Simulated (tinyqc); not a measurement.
Worked calculation: empirical pseudopotential in a few plane waves. One step of it, computed by the program tinyqc.

Task: Levels at k. Diagonalise the Hermitian matrix.

H(k) at k (eV), lower triangle (Hermitian):
```
                     +0+0+0               -1-1-1               -1-1+1               -1+1-1
+0+0+0             1.244643
-1-1-1   2.453273-1.048654i            16.574563
-1-1+1  -2.453273-1.048654i   0.000000+1.278935i            11.870143
-1+1-1  -2.453273-1.048654i   0.000000+1.278935i             0.353748            21.116761
-1+1+1  -2.453273+1.048654i            -0.353748   0.000000+1.278935i   0.000000+1.278935i
+1-1-1  -2.453273-1.048654i   0.000000+1.278935i             0.353748             0.353748
+1-1+1  -2.453273+1.048654i            -0.353748   0.000000+1.278935i             0.000000
+1+1-1  -2.453273+1.048654i            -0.353748             0.000000   0.000000+1.278935i
+1+1+1   2.453273+1.048654i             0.000000            -0.353748            -0.353748
-2+0+0   0.000000-1.278935i  -2.453273+1.048654i  -2.453273-1.048654i  -2.453273-1.048654i
+0-2+0   0.000000-1.278935i  -2.453273+1.048654i  -2.453273-1.048654i   0.817758-0.019241i
+0+0-2   0.000000-1.278935i  -2.453273+1.048654i   0.817758-0.019241i  -2.453273-1.048654i
+0+0+2   0.000000+1.278935i  -0.817758-0.019241i   2.453273+1.048654i  -0.817758+0.019241i
+0+2+0   0.000000+1.278935i  -0.817758-0.019241i  -0.817758+0.019241i   2.453273+1.048654i
+2+0+0   0.000000+1.278935i  -0.817758-0.019241i  -0.817758+0.019241i  -0.817758+0.019241i

                     -1+1+1               +1-1-1               +1-1+1               +1+1-1
-1+1+1            16.412342
+1-1-1             0.000000            10.410151
+1-1+1             0.353748   0.000000+1.278935i             5.705731
+1+1-1             0.353748   0.000000+1.278935i             0.353748            14.952349
+1+1+1   0.000000+1.278935i            -0.353748   0.000000+1.278935i   0.000000+1.278935i
-2+0+0   2.453273-1.048654i   0.817758-0.019241i  -0.817758-0.019241i  -0.817758-0.019241i
+0-2+0  -0.817758-0.019241i  -2.453273-1.048654i   2.453273-1.048654i  -0.817758-0.019241i
+0+0-2  -0.817758-0.019241i  -2.453273-1.048654i  -0.817758-0.019241i   2.453273-1.048654i
+0+0+2  -2.453273+1.048654i  -0.817758+0.019241i  -2.453273+1.048654i   0.817758+0.019241i
+0+2+0  -2.453273+1.048654i  -0.817758+0.019241i   0.817758+0.019241i  -2.453273+1.048654i
+2+0+0   0.817758+0.019241i   2.453273+1.048654i  -2.453273+1.048654i  -2.453273+1.048654i

                     +1+1+1     -2+0+0     +0-2+0     +0+0-2
+1+1+1            10.247930
-2+0+0  -0.817758+0.019241i  23.631193
+0-2+0  -0.817758+0.019241i   0.353748  12.924582
+0+0-2  -0.817758+0.019241i   0.353748   0.353748  22.171200
+0+0+2  -2.453273-1.048654i  -0.353748  -0.353748   0.000000
+0+2+0  -2.453273-1.048654i  -0.353748   0.000000  -0.353748
+2+0+0  -2.453273-1.048654i   0.000000  -0.353748  -0.353748

           +0+0+2     +0+2+0     +2+0+0
+0+0+2  12.762361
+0+2+0   0.353748  22.008979
+2+0+0   0.353748   0.353748  11.302368
```

Give: eigenvalues.

Result:

eigenvalues (eV): -4.8640  3.8769  5.9979  6.0148  11.1446  13.1047  13.3093  14.6057  16.0991  16.5705  18.0496  21.9533  24.4603  25.0262  27.9865
